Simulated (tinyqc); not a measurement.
## Dose and depth of a threshold implant

Question. A sheet of D acceptors per cm^2 lies at depth xi inside the depleted layer of a body doped Na. In the depletion approximation VT = Vfb + f2 + q D/Cox + gamma sqrt(f2 + Vsb - q D xi/(eps0 eps_r)), gamma = sqrt(2 eps0 eps_r q Na)/Cox, Cox = eps0 eox/tox. Find gamma, D and xi.

Values chosen for this exercise; band and dielectric values those of a made-up semiconductor: relative permittivity eps_r = 10.5; acceptor density deep in the body Na = 1.4e18 cm^-3; relative permittivity of the gate insulator (close to silicon nitride) eox = 7.33; insulator thickness tox = 2.3 nm; flat-band voltage Vfb = -0.68 V; band bending 2 phiF at threshold f2 = 1.28 V.

Constants: q = 1.602176634e-19 C, eps0 = 8.8541878128e-14 F/cm where lengths are in cm. Results are converted to the units shown.

VT against the source at Vsb = 0 and 1.8 V (V): 0.90545559  1.0562110

Answer. With y^2 = f2 - q D xi/(eps0 eps_r) and d the difference of the thresholds over gamma, sqrt(y^2 + Vsb) - y = d gives y = (Vsb - d^2)/(2 d). The first threshold then gives D, and y^2 gives xi.

gamma = 0.229 V^0.5
D = 1.20e12 cm^-2
xi = 9.90 nm

tinyqc, about 0.6 s, one thread, Intel Xeon 2.30GHz (shared host): `OMP_NUM_THREADS=1 python tinyqc.py 2080102 2080103 out.jsonl`
